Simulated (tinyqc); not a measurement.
What each parameter does: round or elliptic silicon nanowire with anisotropic valleys (Ritz method).

Wire along x = [110] on a (001) wafer, y = [-110], z = [001]. Valley groups (w = inverse masses): A, two valleys along z: w_y = 1/mt, w_z = 1/ml, m_x = mt; B, four valleys in the wafer plane: w_y = (1/ml + 1/mt)/2, w_z = 1/mt, m_x = (ml + mt)/2.

Hard wall on the ellipse (y/a)^2 + (z/b)^2 = 1, c = hbar^2/2m0. With u = y/a, v = z/b the operator is -c [(w_y/a^2) d2/du2 + (w_z/b^2) d2/dv2] on the unit disc. Basis (1 - u^2 - v^2) u^i v^j; S, X and Y are the disc integrals of f f', (df/du)(df'/du) and (df/dv)(df'/dv), from the integral of u^p v^q = 2 Gamma((p+1)/2) Gamma((q+1)/2)/((p + q + 2) Gamma((p+q+2)/2)) for even p, q; H = c (w_y X/a^2 + w_z Y/b^2).

Converged values use 21 functions of each parity class (e or o in u, then in v).

Constants: hbar^2/2m0 = 3.80998211 eV angstrom^2.

Parameters, chosen for this exercise (near those of a Si nanowire; not measured data): ml = 0.901 m0 (longitudinal mass); mt = 0.191 m0 (transverse mass); a = 38 angstrom (semi-axis along y); b = 44 angstrom (semi-axis along z).

Lowest level of groups A and B.

Results for these values:
```
case,A (eV),B (eV),B - A (meV)
base,0.0452,0.0540,8.8
```

What happens to each result for b = 42 angstrom, all else kept?

Answer: A rises from 0.0452 to 0.0459; B rises from 0.0540 to 0.0569; B - A rises from 8.8 to 11.0.

The same for each parameter in turn:
```
case,A (eV),B (eV),B - A (meV)
base,0.0452,0.0540,8.8
a = 36 angstrom,0.0495,0.0568,7.3
b = 42 angstrom,0.0459,0.0569,11.0
ml = 1.009 m0,0.0444,0.0535,9.1
mt = 0.21 m0,0.0418,0.0495,7.7
```

Computed by tinyqc, a small Python program: `OMP_NUM_THREADS=1 python tinyqc.py 1282176 1282177 out.jsonl` (the numbers bound the seed that draws the inputs); one thread of a shared host (Intel(R) Xeon(R) Processor @ 2.30GHz), about 0.02 s for the whole set of steps.
